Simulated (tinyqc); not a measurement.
Inside a calculation. Method: FCI on RHF in the sto-3g basis, for H3+, spin multiplicity 1. One step of it, computed by the program tinyqc.

Question. FCI: determinants and Hamiltonian. Slater-Condon rules over spin orbitals, with the nuclear repulsion added and E(HF) subtracted on the diagonal.

one-electron integrals over orbitals h = C^T H C (hartree):
```
[[-1.608746, 0.000024, -0.000050],
 [0.000024, -1.053726, 0.000000],
 [-0.000050, 0.000000, -1.053500]]
```

Two-electron integrals over orbitals (pq|rs), unique and non-zero (hartree):
```
(11|11) 0.560044    (21|11) -0.000024   (21|21) 0.145096    (22|11) 0.546926
(22|21) 0.043473    (22|22) 0.635470    (31|11) 0.000050    (31|22) -0.090041
(31|31) 0.145101    (32|11) 6.44e-09    (32|21) -0.090085   (32|22) -0.000026
(32|31) -0.043462   (32|32) 0.078920    (33|11) 0.546993    (33|21) -0.043483
(33|22) 0.477723    (33|31) 0.090062    (33|32) 0.000026    (33|33) 0.635494
```

nuclear repulsion = 1.42626951 hartree

Hartree-Fock energy = -1.23117779 hartree

Give: determinants; H - E(HF) between determinants.

Answer.

Occupation strings over the orbitals (2 doubly, a alpha, b beta, 0 empty; spin orbitals ordered 1a 1b 2a 2b ...): 200 ab0 a0b ba0 b0a 020 0ab 0ba 002

H - E(HF) between determinants (hartree), order 200, ab0, a0b, ba0, b0a, 020, 0ab, 0ba, 002:
```
[[0.000, 0.000, 0.000, 0.000, 0.000, 0.145, 0.000, 0.000, 0.145],
 [0.000, 0.542, 0.000, -0.145, 0.000, 0.043, -0.090, 0.090, -0.043],
 [0.000, 0.000, 0.542, 0.000, -0.145, -0.090, -0.043, 0.043, 0.090],
 [0.000, -0.145, 0.000, 0.542, 0.000, -0.043, 0.090, -0.090, 0.043],
 [0.000, 0.000, -0.145, 0.000, 0.542, 0.090, 0.043, -0.043, -0.090],
 [0.145, 0.043, -0.090, -0.043, 0.090, 1.185, 0.000, 0.000, 0.079],
 [0.000, -0.090, -0.043, 0.090, 0.043, 0.000, 1.028, -0.079, 0.000],
 [0.000, 0.090, 0.043, -0.090, -0.043, 0.000, -0.079, 1.028, 0.000],
 [0.145, -0.043, 0.090, 0.043, -0.090, 0.079, 0.000, 0.000, 1.186]]
```
